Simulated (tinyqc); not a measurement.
# Collinear exchange A + BC -> AB + C on a London-Eyring-Polanyi-Sato surface: saddle, string of images and rate, step by step

A worked calculation. Computed by tinyqc, a small Python program that keeps every step. Command: `OMP_NUM_THREADS=1 python tinyqc.py 3112088 3112089 out.jsonl leps walk`. One thread of a shared host (Intel(R) Xeon(R) Processor @ 2.30GHz), about 0.05 s of CPU time with the checks. Intermediate numbers are printed to about 7 digits and carried at full precision; extremes and crossings named in words are read from the listed rows.

x = r(AB), y = r(BC), r(AC) = x + y. V is counted from separated atoms, the barrier from A + BC, that is V + D(BC).

Inputs (values chosen for the exercise, for a model exchange):

| quantity | value | unit |
|---|---|---|
| D(AB) | 3.55 | eV |
| r0(AB) | 1.19 | angstrom |
| beta(AB) | 1.93 | 1/angstrom |
| D(BC) | 4.18 | eV |
| r0(BC) | 1.01 | angstrom |
| beta(BC) | 1.68 | 1/angstrom |
| D(AC) | 3.41 | eV |
| r0(AC) | 1.64 | angstrom |
| beta(AC) | 1.66 | 1/angstrom |
| Sato parameter S | 0.059 | - |
| mass of A | 35 | u |
| mass of B | 19 | u |
| mass of C | 12 | u |
| temperature T | 900 | K |
| step of the string | 0.01 | angstrom^2/eV |

Constants: nu for 1 eV/(angstrom^2 u) = 15.6333042 THz; h x 1 THz = 4.135667696 meV; k_B = 1.380649e-23 J/K; u = 1.6605390666e-27 kg; k_B = 8.617333262e-05 eV/K.

## One point of the surface

For each pair, with u = exp(-beta (r - r0)): Q = D [(3 + S) u^2 - (2 + 6 S) u]/(4 (1 + S)), J = D [(1 + 3 S) u^2 - (6 + 2 S) u]/(4 (1 + S)); V = Q1 + Q2 + Q3 - sqrt(((J1 - J2)^2 + (J2 - J3)^2 + (J3 - J1)^2)/2). Take x = r0(AB) + 0.3 and y = r0(BC) + 0.1 angstrom.

Pair terms:

| pair | u | Q (eV) | J (eV) |
|---|---|---|---|
| AB | 0.5604585 | -0.3003968 | -2.563755 |
| BC | 0.8453538 | 0.1934771 | -4.273511 |
| AC | 0.2031928 | -0.2833761 | -0.961609 |

V = -3.258991 eV

## Relaxing the string

String of 9 images between the fixed ends (r0(AB) + 2, r0(BC)) and (r0(AB), r0(BC) + 2), started on the two straight legs through (r0(AB) + 0.3, r0(BC) + 0.3): each iteration moves the inner images by -step x gradient (central differences) and spaces them evenly again along the broken line (coordinates are kept between 0.2 and 8 angstrom); stop when no coordinate changes by more than 1e-5 angstrom, at most 400 iterations.

Course:

| iteration | highest inner image above A + BC (eV) | largest move (angstrom) |
|---|---|---|
| 1 | 1.201698 | 2.388855e-02 |
| 2 | 1.166098 | 2.210794e-02 |
| 3 | 1.135388 | 1.978665e-02 |
| 4 | 1.109969 | 1.730612e-02 |
| 5 | 1.089548 | 1.491460e-02 |
| 6 | 1.084276 | 1.272720e-02 |
| 7 | 1.084152 | 1.078283e-02 |
| ... | ... | ... |
| 54 | 1.077387 | 1.843032e-05 |
| 55 | 1.077379 | 1.651089e-05 |
| 56 | 1.077373 | 1.478911e-05 |
| 57 | 1.077367 | 1.324504e-05 |
| 58 | 1.077361 | 1.186069e-05 |
| 59 | 1.077357 | 1.061979e-05 |
| 60 | 1.077352 | 9.507730e-06 |

Images at the end:

| image | x (angstrom) | y (angstrom) | V + D(BC) (eV) |
|---|---|---|---|
| 0 | 3.190000 | 1.010000 | 0.021760 |
| 1 | 2.744842 | 1.011714 | 0.052307 |
| 2 | 2.299711 | 1.016116 | 0.134120 |
| 3 | 1.857662 | 1.057723 | 0.382965 |
| 4 | 1.486188 | 1.300752 | 1.077352 |
| 5 | 1.250201 | 1.678216 | 1.025398 |
| 6 | 1.199588 | 2.119756 | 0.800409 |
| 7 | 1.192378 | 2.564845 | 0.704627 |
| 8 | 1.190000 | 3.010000 | 0.663820 |

last move = 9.507730e-06 angstrom

Converged in 60 iterations.

## Saddle by Newton steps

From the highest inner image, z -> z - H^-1 g with gradient g and Hessian H by central differences, steps capped at 0.15 angstrom, 12 steps.

The first seven points:

| step | x | y | V + D(BC) (eV) | \|g\| (eV/angstrom) |
|---|---|---|---|---|
| 0 | 1.486188 | 1.300752 | 1.077352 | 1.319097e+00 |
| 1 | 1.366171 | 1.390730 | 1.181586 | 1.840879e-01 |
| 2 | 1.362651 | 1.412749 | 1.182403 | 4.099094e-03 |
| 3 | 1.362788 | 1.413153 | 1.182403 | 2.351477e-06 |
| 4 | 1.362788 | 1.413153 | 1.182403 | 0 |
| 5 | 1.362788 | 1.413153 | 1.182403 | 0 |
| 6 | 1.362788 | 1.413153 | 1.182403 | 0 |

saddle (x, y) (angstrom): 1.362788  1.413153

barrier = 1.182403 eV

Hessian (eV/angstrom^2):
```
          x          y
x  4.416820   8.424749
y  8.424749  -0.804005
```

The highest image lies 105.1 meV below the saddle. Stretches at the saddle: AB 0.173, BC 0.403 angstrom, for a reaction energy D(BC) - D(AB) = +0.63 eV: a late barrier for an endothermic step.

## Frequencies at the saddle

Wilson matrix G = [[1/m_A + 1/m_B, -1/m_B], [-1/m_B, 1/m_B + 1/m_C]]; eigenvalues lambda of G H give nu = 15.6333042 THz x sqrt(|lambda|), the negative one being imaginary. Reactant: nu_BC from k = 2 D beta^2 and 1/m_B + 1/m_C. Skew angle: cos = sqrt(m_A m_C/((m_A + m_B)(m_B + m_C))).

imaginary frequency = 16.88163 THz

real frequency at the saddle = 11.36622 THz

nu_BC = 28.00120 THz

skew angle = 59.94075 degrees

## Transition-state rate

One-dimensional rate constant without tunnelling, k = sqrt(k_B T/(2 pi mu)) [sinh(h nu_BC/(2 k_B T))/sinh(h nu_s/(2 k_B T))] exp(-barrier/(k_B T)) with mu = m_A (m_B + m_C)/(m_A + m_B + m_C); Wigner factor 1 + (h nu_i/(k_B T))^2/24; adiabatic barrier = barrier + h (nu_s - nu_BC)/2.

adiabatic barrier = 1.148005 eV

rate constant k = 0.01711568 cm/s

Wigner factor = 1.033766

## Rate against temperature

The formulas are those given above.

Rates; the last column is k_B T^2 d ln k/dT:

| T (K) | k (cm/s) | Wigner factor | activation energy (eV) |
|---|---|---|---|
| 300 | 9.501128e-16 | 1.303893 | 1.168713 |
| 400 | 7.990760e-11 | 1.170940 | 1.177222 |
| 550 | 9.235279e-07 | 1.090414 | 1.188401 |
| 750 | 7.650032e-04 | 1.048623 | 1.201111 |
| 1000 | 8.170072e-02 | 1.027350 | 1.215022 |
| 1400 | 4.729864e+00 | 1.013954 | 1.235123 |
| 2000 | 1.052518e+02 | 1.006838 | 1.263207 |

The activation energy goes from 1.169 eV at 300 K, near the adiabatic barrier plus k_B T/2 (1.161), to 1.263 eV at 2000 K; the classical limit is the barrier plus k_B T/2 (1.269).

Checks made by the program: V for A far away against -D(BC) (relative difference below 1e-10).
